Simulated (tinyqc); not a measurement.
Inside a calculation. Model: on-chip interconnect, size-dependent resistivity and RC delay.

Computed by the program tinyqc: `OMP_NUM_THREADS=1 python tinyqc.py 2100157 2100158 out.jsonl`, one thread of a shared Intel Xeon 2.30GHz, about 0.01 s for the whole run. Printed values are rounded.

A rectangular line between two neighbours and two ground planes. Surface and grain-boundary scattering are added to the bulk resistivity as corrections; capacitances are parallel-plate values without fringing; inductance is ignored.

Values chosen for this exercise; metal values close to those of copper: bulk resistivity rho0 = 1.67 uohm cm; bulk mean free path lam = 39.7 nm; specular share of surface scattering ps = 0.5; reflection coefficient of grain boundaries Rg = 0.45; grain size over the metal width gr = 1; drawn line width wd = 27 nm; aspect ratio, height over width AR = 2; liner on both walls and the bottom, not conducting tl = 1.5 nm; space to the neighbouring lines sp = 54 nm; dielectric height to the planes above and below hd = 50 nm; relative permittivity of the dielectric ek = 2.7; Miller factor of the neighbours Mf = 2; line length Lw = 200 um; driver resistance Rd = 5600 ohm; load capacitance Cl = 0.27 fF; time step dt = 26 ps.

Constants: eps0 = 8.8541878128e-12 F/m. Results are converted to the units shown.

Range of the model: The metal width is under the mean free path, where the thick-limit surface term and the simple sum of corrections lose accuracy.

## Resistivity, resistance and capacitance per length

Metal width x = wd - 2 tl, height y = AR wd - tl; grain boundaries (Mayadas-Shatzkes): al = (lam/(gr x)) Rg/(1 - Rg), g = 1/[1 - 3 al/2 + 3 al^2 - 3 al^3 ln(1 + 1/al)] - 1; surfaces (Fuchs-Sondheimer, thick limit): s = (3/8) lam (1 - ps)(1/x + 1/y); rho = rho0 (1 + g + s); r = rho/(x y); c = eps0 ek (2 wd/hd + 2 Mf AR wd/sp).

x = 24 nm
y = 52.5 nm
al = 1.35341
g = 1.85307
s = 0.451942
rho = 5.51937 uohm cm
r = 43.8045 ohm/um
c = 0.121444 fF/um

rho is 3.31 times the bulk value; grain boundaries add more (1.85 against 0.452). The liner takes 13.6 % of the cross-section.

## Ladder and Elmore delays

5 equal pi sections: series Rs = r Lw/5; node capacitances c Lw/5, halved at nodes 0 and 5, with Cl added to node 5; Rd feeds node 0. Elmore delay of node k: the sum, over the resistors on the path to k, of resistance times all capacitance downstream of it.

Rs = 1752.18 ohm
C, node 0 to 5 (fF): [2.42888, 4.85776, 4.85776, 4.85776, 4.85776, 2.69888]
Elmore delay, node 0 to 5 (ps): [137.529, 176.305, 206.569, 228.321, 241.562, 246.291]

The far-end value equals Rd (c Lw + Cl) + r Lw (c Lw/2 + Cl) for any number of pi sections; the line resistance contributes 44.2 % of it.

## Step 1: node voltages after a time step

v at t = 0, node 0 to 5 (V): [0, 0, 0, 0, 0, 0]

A 1 V step is applied behind Rd at t = 0. C dv/dt = -G v + b, with G the conductance matrix of the ladder (1/Rs between neighbours, 1/Rd added at node 0) and b = (1 V/Rd, 0, ...). Backward Euler step: (C/dt + G) v(new) = (C/dt) v + b.

v at t = 1 dt, node 0 to 5 (V): [0.346091, 0.198140, 0.115054, 0.069634, 0.047010, 0.039775]

## Step 2: node voltages after a time step

As before.

v at t = 2 dt, node 0 to 5 (V): [0.471984, 0.327380, 0.225087, 0.158814, 0.121737, 0.109124]

## Course in time

A 1 V step is applied behind Rd at t = 0. C dv/dt = -G v + b, with G the conductance matrix of the ladder (1/Rs between neighbours, 1/Rd added at node 0) and b = (1 V/Rd, 0, ...). Backward Euler step: (C/dt + G) v(new) = (C/dt) v + b. The last column solves the same ladder exactly by its modes.

Voltages (V):
```
t (ps)  node 0  node 2  node 5  node 5, exact
26.00   0.3461  0.1151  0.0398         0.0198
52.00   0.4720  0.2251  0.1091         0.1002
78.00   0.5466  0.3166  0.1898         0.1953
104.0   0.6020  0.3938  0.2706         0.2852
130.0   0.6474  0.4607  0.3465         0.3661
156.0   0.6864  0.5194  0.4158         0.4382
182.0   0.7206  0.5714  0.4783         0.5020
208.0   0.7509  0.6177  0.5343         0.5587
234.0   0.7778  0.6590  0.5844         0.6089
260.0   0.8018  0.6957  0.6292         0.6534
286.0   0.8231  0.7285  0.6691         0.6928
312.0   0.8422  0.7578  0.7048         0.7278
```

The far end of the ladder reaches 0.5 V at 181.1 ps, 0.735 of its Elmore delay (ln 2 = 0.693 for a single pole); the slowest mode has a time constant of 215.3 ps. The largest error of the backward Euler steps at that node is 24 mV.
